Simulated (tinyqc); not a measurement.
Hydrogen passivation of interface dangling bonds: competing passivation and dissociation with distributed barriers. Changing the hydrogen pressure p. Computed by tinyqc, a small Python program. Command: `OMP_NUM_THREADS=1 python tinyqc.py 3010944 3010945 out.jsonl passiv sweep`. One thread of a shared host (Intel(R) Xeon(R) Processor @ 2.30GHz), about 0.1 s of CPU time with the checks.

P_b + H2 gives P_bH + H at the rate k_f [H2]; P_bH gives P_b + H at the rate k_d. All defects start unpassivated. E_f and E_d are Gaussian and independent.

Inputs (values chosen for the exercise, close to those used for P_b centres at the silicon-oxide interface):

| quantity | value | unit |
|---|---|---|
| defect density N0 | 2.4e+12 | 1/cm^2 |
| passivation prefactor k_f0 | 4.1e-07 | cm^3/s |
| mean passivation barrier E_f | 1.45 | eV |
| spread sigma_f | 0.089 | eV |
| dissociation prefactor k_d0 | 2.8e+13 | 1/s |
| mean dissociation barrier E_d | 2.59 | eV |
| spread sigma_d | 0.061 | eV |
| H2 in the oxide per atm, solubility factor | 3.4e+17 | 1/(cm^3 atm) |
| anneal temperature T | 475 | C |
| anneal time t | 410 | s |
| oxide thickness | 2.7 | nm |

Constants: k_B = 8.617333262e-05 eV/K; e = 1.602176634e-19 C; eps_0 = 8.8541878128e-12 F/m.

Method:
- [H2] = solubility factor x p; a = k_f0 [H2] exp(-E_f/(k_B T)), d = k_d0 exp(-E_d/(k_B T)). For one pair of barriers the active share is y = [d + a exp(-(a + d) t)]/(a + d).
- Temperatures in kelvin are T(C) + 273.15.
- Average y over both Gaussians with 40 x 40 Gauss-Hermite points.
- Active density N0 y; threshold shift if each active defect holds one charge, e N0 y t_ox/(3.9 eps_0).
- Minimise the averaged y over T between 150 and 900 C: find where ln y is equal at T - 0.05 and T + 0.05 C; T is rounded to 0.1 C.

One run for each value:

| hydrogen pressure p (atm) | active share y | best temperature (C) | least active share |
|---|---|---|---|
| 0.003 | 1.5327e-02 | 499.1 | 1.0293e-02 |
| 0.009 | 3.1723e-03 | 486.6 | 2.8313e-03 |
| 0.03 | 6.4552e-04 | 471.9 | 6.4037e-04 |
| 0.09 | 1.9265e-04 | 457.8 | 1.5918e-04 |
| 0.3 | 5.6849e-05 | 442.1 | 3.3936e-05 |
| 0.9 | 1.8939e-05 | 427.9 | 8.1987e-06 |
| 3 | 5.6826e-06 | 412.6 | 1.7180e-06 |
| 9 | 1.8943e-06 | 398.9 | 4.1197e-07 |
| 30 | 5.6831e-07 | 384.4 | 8.5854e-08 |

Over the rows, active share y falls from 0.0153 to 5.68e-7 (exponent d ln y / d ln x -1.4 between the first rows and -1.00 between the last); best temperature (C) falls from 499 to 384 (exponent d ln y / d ln x -0.023 between the first rows and -0.031 between the last); least active share falls from 0.0103 to 8.59e-8 (exponent d ln y / d ln x -1.2 between the first rows and -1.3 between the last). At the high end the exponent of active share y is -1.00, close to -1: steady balance d/a. High pressure speeds passivation and shifts the balance, the reason for high-pressure anneals.

Caution (all rows): atomic hydrogen, which both passivates and depassivates, and further passivation during cooling are left out. Caution (rows 0.0300, 0.0900, 0.300, 0.900, 3.00, 9.00, 30.0): densities below a few 1e9 per cm^2 are formal: other defects set the floor in real interfaces. Caution (rows 0.0300, 0.0900, 0.300, 0.900, 3.00, 9.00, 30.0): a least active share below 1e-3 is a property of the model; measured passivation levels off well above it.

Extremes, crossings and ranges named in words are read from the listed rows.
